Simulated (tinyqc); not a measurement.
What moves the results: sp3s* tight binding. A value that a table varies takes the place of the one given here.

sp3s* tight binding, nearest neighbours only: anion (a) at 0, cation (c) at a/4 (1,1,1), orbitals s, px, py, pz, s* on each; k in units of 2 pi/a. With phases e_j = exp(i (pi/2) k.n_j) for n = (1,1,1), (1,-1,-1), (-1,1,-1), (-1,-1,1): g0 = (e1+e2+e3+e4)/4, g1 = (e1+e2-e3-e4)/4, g2 = (e1-e2+e3-e4)/4, g3 = (e1-e2-e3+e4)/4. The diagonal holds the levels Esa, Epa, Exa (s*) and Esc, Epc, Exc. Anion-cation block: <sa|sc> = Vss g0; <sa|xc> = Vsapc g1; <xa|sc> = -Vscpa g1; <xa|xc> = Vxx g0; <xa|yc> = <ya|xc> = Vxy g3, <xa|zc> = <za|xc> = Vxy g2, <ya|zc> = <za|yc> = Vxy g1; <s*a|xc> = Vxapc g1; <xa|s*c> = -Vpaxc g1; y and z take g2 and g3 in place of g1; s-s* and s*-s* vanish.

Inputs chosen for the exercise (near a published set for SiC, fitted to gaps, whose masses and valley positions are rough; shifted at random, so the results belong to these values and not to a real crystal): Esa = -8.46 eV (s level of the anion); Epa = 2.12 eV (p level of the anion); Esc = -4.837 eV (s level of the cation); Epc = 4.354 eV (p level of the cation); Exa = 9.663 eV (s* level of the anion); Exc = 9.289 eV (s* level of the cation); Vss = -12.412 eV (s-s); Vxx = 3.042 eV (px-px); Vxy = 5.915 eV (px-py); Vsapc = 9.492 eV (s anion, p cation); Vscpa = 9.208 eV (s cation, p anion); Vxapc = 8.731 eV (s* anion, p cation); Vpaxc = 4.402 eV (p anion, s* cation); eta = 1.8 (scaling exponent); D001 = 0.72 (ratio -ezz/exx).

## What the s* orbital does

The s* couplings Vxapc and Vpaxc are scaled by f; f = 0 is the plain sp3 model. Gaps from the top of the valence band at Gamma; the Delta value is the minimum on (x,0,0), 0.5 <= x <= 1.

Gaps (eV):

| f | Gamma | Delta | L | x of the minimum |
|---|---|---|---|---|
| 0.00 | 5.8986 | 7.2332 | 7.3471 | 0.500 |
| 0.25 | 5.8986 | 6.8386 | 6.9878 | 0.500 |
| 0.50 | 5.8986 | 5.7599 | 6.0911 | 0.741 |
| 0.75 | 5.8986 | 4.0081 | 4.8708 | 1.000 |
| 0.90 | 5.8986 | 2.9870 | 4.0832 | 1.000 |
| 1.00 | 5.8986 | 2.3269 | 3.5557 | 1.000 |
| 1.10 | 5.8986 | 1.6851 | 3.0322 | 1.000 |

The gap at Gamma stays, since g1 to g3 vanish there. From f = 0 to 1 the s* levels lower the Delta value by 4.906 eV and L by 3.791 eV. For f = 0 and 0.25 the least value lies at x = 0.5, the end of the range: any valley further out lies above that value until s* has lowered it enough. The lowest of the three is Gamma at f = 0 and the Delta line at f = 1.

## Hydrostatic strain (sp3s* tight binding, strained)

Strain e moves each bond vector to d = (1 + e) d0 (no internal displacement for the diagonal strains used here) and k is given in fractions of the strained reciprocal cell, so the phases stay. Two-centre values Vss_sigma = Vss/4, Vsp_sigma = sqrt3 V/4 for each s-p and s*-p pair, Vpp_sigma = (Vxx + 2 Vxy)/4, Vpp_pi = (Vxx - Vxy)/4 are scaled by (d0/d)^eta and combined with the new direction cosines; the levels on the diagonal stay.

exx = eyy = ezz = e. Gaps as measured from the top of the valence band; the deformation potentials are (gap(0.01) - gap(-0.01))/0.06.

Gaps (eV):

| e | Gamma | Delta | L | x of the minimum |
|---|---|---|---|---|
| -0.03 | 6.7526 | 2.4198 | 3.7257 | 1.000 |
| -0.02 | 6.4596 | 2.3871 | 3.6690 | 1.000 |
| -0.01 | 6.1750 | 2.3562 | 3.6123 | 1.000 |
| 0.00 | 5.8986 | 2.3269 | 3.5557 | 1.000 |
| 0.01 | 5.6300 | 2.2992 | 3.4990 | 1.000 |
| 0.02 | 5.3689 | 2.2730 | 3.4422 | 1.000 |
| 0.03 | 5.1151 | 2.2483 | 3.3853 | 1.000 |

gap deformation potentials (eV): Gamma -9.084, Delta -0.950, L -1.889

Per unit of volume strain the gaps move by -9.08 (Gamma), -0.95 (Delta) and -1.89 eV (L). The lowest valley stays the Delta line over the range. These potentials follow from the one exponent eta, which fitted models replace by one for each integral; with it the sizes are rough, the sign for Delta can be wrong (in Si, Ge and the III-V crystals measured values are small and positive), and the pressures at which valleys cross, and which valley takes over, are rough too. A gap of zero, where one is listed, marks an s level that has sunk below the valence top.

## Biaxial strain splits the top of the valence band (sp3s* tight binding, strained)

No spin-orbit coupling; k = 0; exx = eyy = e, ezz = -D001 e. The four bonds keep equal lengths, and the sums over them give Vxx(e) for px and py and Vzz(e) for pz; each level is the lower root of [[Epa, V], [V, Epc]], and the s level the upper root of the s block. The shear potential b follows from E(x,y) - E(z) = 3 b (exx - ezz), taken as the slope between e = -0.005 and 0.005.

Couplings and levels at Gamma (eV):

| e | ezz | Vxx(e) | Vzz(e) | E(x,y) | E(z) | E(x,y) - E(z) (meV) | upper s level |
|---|---|---|---|---|---|---|---|
| -0.020 | 0.0144 | 2.9489 | 3.3679 | 0.0837 | -0.3113 | 395.0 | 6.0830 |
| -0.010 | 0.0072 | 2.9965 | 3.2030 | 0.0391 | -0.1552 | 194.3 | 5.9892 |
| -0.005 | 0.0036 | 3.0195 | 3.1220 | 0.0175 | -0.0788 | 96.3 | 5.9421 |
| 0.005 | -0.0036 | 3.0640 | 2.9630 | -0.0242 | 0.0705 | -94.7 | 5.8478 |
| 0.010 | -0.0072 | 3.0854 | 2.8850 | -0.0444 | 0.1434 | -187.7 | 5.8005 |
| 0.020 | -0.0144 | 3.1268 | 2.7318 | -0.0833 | 0.2856 | -368.9 | 5.7058 |

b = -3.702 eV

Under tension in the plane (e > 0) the bonds tilt towards the plane, Vxx grows to 3.0854 and Vzz falls to 2.8850 eV at e = 0.01, and the pz state forms the top of the valence band, by 187.7 meV; under compression (e = -0.01) the px, py pair does, by 194.3 meV. The slope gives b = -3.70 eV, a rough value, since on-site strain terms are left out (measured values lie near -2 eV).

## What each parameter does

Gaps from the top of the valence band at Gamma; Delta is the minimum on (x,0,0), 0.5 <= x <= 1. Each row changes one parameter from the base and keeps the others.

Results:

| case | Ev (eV) | gap Gamma (eV) | gap Delta (eV) | gap L (eV) |
|---|---|---|---|---|
| base | -0.0036 | 5.8986 | 2.3269 | 3.5557 |
| Esa = -8.16 eV | -0.0036 | 6.0278 | 2.4006 | 3.6235 |
| Vss = -12.612 eV | -0.0036 | 6.0965 | 2.3269 | 3.5764 |
| Vxapc = 9.031 eV | -0.0036 | 5.8986 | 2.1042 | 3.3789 |
| Exa = 9.463 eV | -0.0036 | 5.8986 | 2.2376 | 3.4704 |
| Esc = -4.637 eV | -0.0036 | 6.0134 | 2.3269 | 3.5654 |
| Vxx = 3.342 eV | -0.2867 | 6.1817 | 2.6100 | 3.8165 |

The largest shifts from the base row, up to three for each result and ties (the steps differ in size, so this ranks the rows, not the parameters). Ev (eV): Vxx -0.2831; unchanged at the printed digits by Esa, Vss, Vxapc, Exa and Esc. gap Gamma (eV): Vxx +0.2831, Vss +0.1979, Esa +0.1292; unchanged at the printed digits by Vxapc and Exa. gap Delta (eV): Vxx +0.2831, Vxapc -0.2227, Exa -0.0893; unchanged at the printed digits by Vss and Esc. gap L (eV): Vxx +0.2608, Vxapc -0.1768, Exa -0.0853. Vxapc and Exa cannot move Ev or the gap at Gamma, whose blocks do not hold them; s parameters never move Ev, and move the gap only where the lowest empty level at Gamma is s-like.

Computed by tinyqc, a small Python program: `OMP_NUM_THREADS=1 python tinyqc.py 1450491 1450492 out.jsonl` (the numbers bound the seed that draws the inputs); one thread of a shared host (Intel(R) Xeon(R) Processor @ 2.30GHz), about 0.1 s for the whole set of steps.
